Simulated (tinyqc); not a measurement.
Precursor delivery by bubblers, mass-transport growth and the solid composition of a III-V alloy: one step, computed by the program tinyqc. Command: `OMP_NUM_THREADS=1 python tinyqc.py 3028061 3028062 out.jsonl movpe_thermo walk`. One thread of a shared host (Intel(R) Xeon(R) Processor @ 2.30GHz), about 0.01 s of CPU time with the checks.

1 sccm = 44.615 micromol/min; 1 torr = 133.322 Pa. The sources decompose fully at the surface.

Task: Mass transport. Mean velocity u = (F_t/A)(760/p)(T/273); D = D0 (T/273)^1.75 (760/p); boundary layer delta = sqrt(pi D z/u); flux = D dp/(delta k_B T); growth rate = flux x a^3/4.

Inputs (values chosen for the exercise, modelled on trimethylgallium (source 1) and trimethylindium (source 2) for the vapour pressures):
```
quantity                           value      unit
total flow F_t                       4.2       slm
reactor pressure p                    76      torr
growth temperature T                 990         K
diffusivity at 273 K and 760 torr   0.37    cm^2/s
flow cross-section A                  41      cm^2
distance from the leading edge z      14        cm
lattice constant a                  5.53  angstrom
```

Constants: k_B = 1.380649e-23 J/K.

Give: velocity u; D; boundary layer delta; growth rate per torr of group III.

Result:

velocity u = 61.914 cm/s

D = 35.260 cm^2/s

boundary layer delta = 5.0048 cm

growth rate per torr of group III = 104.59 micrometre/(h torr)

Caution: the boundary layer is a quarter or more of the root of the cross-section, so it fills much of the channel and depletion along the flow matters.
